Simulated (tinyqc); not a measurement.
Energy relaxation with and without hot phonons: decay of LO phonons and the hot-phonon bottleneck in the cooling of electrons. Computed by tinyqc, a small Python program. Command: `OMP_NUM_THREADS=1 python tinyqc.py 3001372 3001373 out.jsonl hotphonon walk`. One thread of a shared host (Intel(R) Xeon(R) Processor @ 2.30GHz), about 0.01 s of CPU time with the checks.

n(E, T) = 1/(exp(E/(k_B T)) - 1) is the Bose occupation. Electrons have a temperature T_e; the LO modes within their reach share one occupation N; the decay products stay at the lattice temperature.

Inputs (values chosen for the exercise, modelled on gallium arsenide):

| quantity | value | unit |
|---|---|---|
| LO energy hbar omega | 35.5 | meV |
| lifetime at T = 0, tau_0 | 11 | ps |
| share f of the energy in the softer product | 0.4 | - |
| lattice temperature T | 150 | K |
| electron mass m* | 0.066 | m_0 |
| eps_inf | 11.1 | - |
| static dielectric constant eps_s | 12.5 | - |
| electron density n | 8.6e+17 | 1/cm^3 |
| density of LO modes that the electrons reach, N_m | 1.1e+19 | 1/cm^3 |

Decay channel: two unequal phonons (Ridley).

Constants: k_B = 8.617333262e-05 eV/K; c = 299792458 m/s; e^2/(4 pi eps_0) = 14.39964548 eV angstrom; hbar^2/(2 m_0) = 3.80998212 eV angstrom^2; hbar = 6.582119569e-16 eV s; e = 1.602176634e-19 C; k_B = 1.380649e-23 J/K.

Method:
- Decay rate 1/tau = (1/tau_0) [1 + n(f hbar omega) + n((1 - f) hbar omega)].
- Full width Gamma = 1/(2 pi c tau) in 1/cm, c in cm/s.
- Froehlich coupling alpha = (e^2/(4 pi eps_0)) (1/eps_inf - 1/eps_s) k_0/(2 hbar omega), k_0 = sqrt(m* hbar omega/(hbar^2/(2 m_0))); emission time tau_sp = hbar/(2 alpha hbar omega); bottleneck ratio r = (n/N_m) tau/tau_sp.
- Net emission per electron: [(N + 1) x - N]/tau_sp with x = exp(-hbar omega/(k_B T_e)), a simple two-level balance; steady state of the modes: n [(N + 1) x - N]/tau_sp = N_m (N - N_0)/tau; power per electron P = hbar omega [(N + 1) x - N]/tau_sp.
- P(T_e) = (hbar omega/tau_sp) [(N_0 + 1) x - N_0]/[1 + r (1 - x)], and r = 0 without hot phonons; energy relaxation time tau_E = (3/2) k_B (T_e - T)/P.

emission time tau_sp = 182.681 fs

equilibrium LO occupation N_0 = 0.0685567

bottleneck ratio r = 2.70808

phonon lifetime tau = 6.32775 ps

Cooling:

| T_e (K) | P, cold phonons (nW) | P, hot phonons (nW) | ratio | tau_E (ps) | N |
|---|---|---|---|---|---|
| 180 | 1.2390 | 0.36087 | 3.4335 | 1.7216 | 0.099945 |
| 230 | 3.4139 | 1.0483 | 3.2564 | 1.5804 | 0.15974 |
| 300 | 6.2924 | 2.0821 | 3.0221 | 1.4920 | 0.24966 |
| 450 | 11.184 | 4.2623 | 2.6240 | 1.4576 | 0.43929 |
| 650 | 15.517 | 6.8322 | 2.2712 | 1.5156 | 0.66282 |
| 950 | 19.429 | 9.9489 | 1.9529 | 1.6653 | 0.93391 |
| 1450 | 22.907 | 13.719 | 1.6698 | 1.9625 | 1.2618 |
| 2150 | 25.334 | 17.208 | 1.4722 | 2.4070 | 1.5653 |

What does the comparison show, and why?

Reabsorption cuts the loss by a factor 3.43 at the lowest T_e and 1.47 at the highest; the factor is 1 + r (1 - x) with r = 2.71. tau_E runs from 1.7 to 2.4 ps, with its shortest value, 1.5 ps, at T_e = 450 K, against tau_sp = 180 fs and a phonon lifetime of 6.3 ps. In the coldest rows the electrons are degenerate, so (3/2) k_B (T_e - T) overstates their excess energy. Pauli blocking is left out, as are upper valleys and non-parabolic bands, which can matter above about 1000 K.

Extremes, crossings and ranges named in words are read from the listed rows.
